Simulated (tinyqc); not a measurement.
Velocity overshoot from momentum and energy balance equations after a field step: one step, computed by the program tinyqc.

At t = 0 the field jumps from 0 to F in a uniform sample. v is the drift velocity and u = w - (3/2) k_B T the excess energy per carrier.

Task: First four steps. dv/dt = e F/m - v/tau_m(u), du/dt = e F v - u/tau_E, tau_m(u) = tau_0/(1 + c u), tau_0 = m mu_0/e, c = mu_0/(e tau_E v_s^2); this choice gives the steady state v (1 + mu_0 F v/v_s^2) = mu_0 F, which saturates at v_s. Step: v_new = (v + dt e F/m)/(1 + dt/tau_m(u)), u_new = (u + dt e F v_new)/(1 + dt/tau_E). Start v = u = 0; the distance adds dt (v + v_new)/2.

Inputs (values chosen for the exercise, modelled on holes in silicon except for tau_E):

| quantity | value | unit |
|---|---|---|
| energy relaxation time tau_E | 0.54 | ps |
| field after the step F | 98 | kV/cm |
| lattice temperature T | 300 | K |
| time step dt | 2.8 | fs |

Scheme: implicit in the damping.

c = 12.23313 1/eV

tau_0 = 108.0270 fs

acceleration e F/m = 0.04535904 1e7 cm/s per fs

Give: Steps.

Result:

Steps:

| step | t (fs) | v (1e7 cm/s) | u (eV) | tau_m (fs) |
|---|---|---|---|---|
| 1 | 2.8 | 0.1238 | 0.000338 | 107.6 |
| 2 | 5.6 | 0.2444 | 0.001003 | 106.7 |
| 3 | 8.4 | 0.3619 | 0.001986 | 105.5 |
| 4 | 11.2 | 0.4763 | 0.003276 | 103.9 |
